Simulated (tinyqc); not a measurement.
Admittance spectroscopy of a deep trap: one step of the calculation.

Schottky contact on an n-type layer with shallow donors Nd (all ionised) and a donor-like deep trap, neutral when filled and positive when empty; depletion approximation. Traps within lam of the depletion edge stay filled. The traps at xt = W - lam, where the level crosses the Fermi level, follow a slow signal and not a fast one. w = 2 pi f.

Problem. Widths and limiting capacitances. lam = sqrt(2 eps0 eps_r (EF - ET)/(q Nd)), EF - ET = Et - (kB T/q) ln(Nc(T)/Nd), Nc(T) = Nc (T/300 K)^1.5. In the steady state at the band bending V, 2 eps0 eps_r V/q = Nd W^2 + Nt (W - lam)^2 (the second term only if W > lam). V = Vbi + Vr. C_HF = eps0 eps_r/W, C_LF = eps0 eps_r (Nd + Nt)/(Nd W + Nt xt).

Inputs (values chosen for the exercise); material values close to those of silicon:
- eps_r = 11.9 (relative permittivity)
- Nc = 2.84e19 cm^-3 (conduction-band density of states at 300 K)
- Nd = 3.2e16 cm^-3 (shallow donor density)
- Vbi = 0.61 V (built-in voltage)
- Et = 0.28 eV (depth of the trap below the conduction edge)
- Nt = 1.7e15 cm^-3 (trap density)
- Vr = 0 V (reverse bias)
- T = 237 K (temperature)

Constants: q = 1.602176634e-19 C, kB = 1.380649e-23 J/K, eps0 = 8.8541878128e-14 F/cm where lengths are in cm. Results are converted to the units shown.

Give: lam; W; xt; C_HF; C_LF.

Solution.

lam = 78.15 nm
W = 157.3 nm
xt = 79.14 nm
C_HF = 66.99 nF/cm^2
C_LF = 68.71 nF/cm^2

The step is 2.57 % of C_HF.

Computed by the program tinyqc: `OMP_NUM_THREADS=1 python tinyqc.py 2050060 2050061 out.jsonl`, one thread of a shared Intel Xeon 2.30GHz, about 0.01 s for the whole run.
